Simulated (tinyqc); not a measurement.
Changing the backscatter ratio eta: electron-beam lithography: double-Gaussian proximity function, edge placement and dose correction for parallel lines. Computed by tinyqc, a small Python program. Command: `OMP_NUM_THREADS=1 python tinyqc.py 3111208 3111209 out.jsonl proximity sweep`. One thread of a shared host (Intel(R) Xeon(R) Processor @ 2.30GHz), about 0.01 s of CPU time with the checks.

Lines are infinitely long. Absorbed energy is counted so that the middle of a very large area written at dose 1 receives 1; the resist develops where it exceeds 1/2.

Inputs (values chosen for the exercise, of the order of those for 50 keV electrons in resist on silicon):

| quantity | value | unit |
|---|---|---|
| forward range alpha | 0.02 | micrometre |
| backscatter range beta | 9.3 | micrometre |
| base dose D0 | 210 | microcoulomb/cm^2 |
| width of the test line | 0.12 | micrometre |
| pattern density around the test line | 0.32 | - |

line widths (micrometre): 0.05  0.07  1.3  5.8

gaps between the lines (micrometre): 6  0.2  0.095

Method:
- The first line starts at x = 0; each next one starts after the width and the gap.
- f(r) = [exp(-r^2/alpha^2)/alpha^2 + eta exp(-r^2/beta^2)/beta^2]/(pi (1 + eta)). A line from a to b at dose d gives E(x) = d [S(alpha) + eta S(beta)]/(1 + eta), S(s) = [erf((b - x)/s) - erf((a - x)/s)]/2.
- M_ij is the mean of E at the two edges of line i from line j at dose 1.
- Uncorrected edge energies are M 1. Solve M d = 1/2 for the doses d that put the mean edge energy of every line at the threshold.
- A test line of width w << beta in surroundings of density rho, all at dose d: near its edge E(x) = d [S + eta rho]/(1 + eta), S = [erf((b - x)/alpha) - erf((a - x)/alpha)]/2 for edges a and b, the second term being the background energy. Dose to size d_s = (1 + eta)/(erf(w/alpha) + 2 eta rho), dose = d_s D0; edge slope d [1 - exp(-w^2/alpha^2)]/(sqrt(pi) alpha (1 + eta)); width change per 1 % of dose = 2 x 0.01 x (1/2)/slope.

One run for each value:

| backscatter ratio eta | largest over smallest dose | dose to size d_s | width change per 1 % of dose (nm) |
|---|---|---|---|
| 0.1 | 1.046 | 1.034 | 0.3772 |
| 0.3 | 1.136 | 1.091 | 0.4226 |
| 0.5 | 1.227 | 1.136 | 0.4679 |
| 0.7 | 1.317 | 1.174 | 0.5133 |
| 0.9 | 1.408 | 1.206 | 0.5587 |
| 1.1 | 1.498 | 1.232 | 0.6041 |
| 1.3 | 1.588 | 1.255 | 0.6494 |
| 1.5 | 1.679 | 1.276 | 0.6948 |
| 1.7 | 1.769 | 1.293 | 0.7402 |

Over the rows, largest over smallest dose rises from 1.05 to 1.77 (exponent d ln y / d ln x 0.076 between the first rows and 0.42 between the last); dose to size d_s rises from 1.03 to 1.29 (exponent d ln y / d ln x 0.049 between the first rows and 0.11 between the last); width change per 1 % of dose (nm) rises from 0.377 to 0.740 (exponent d ln y / d ln x 0.10 between the first rows and 0.51 between the last).

Extremes, crossings and ranges named in words are read from the listed rows.
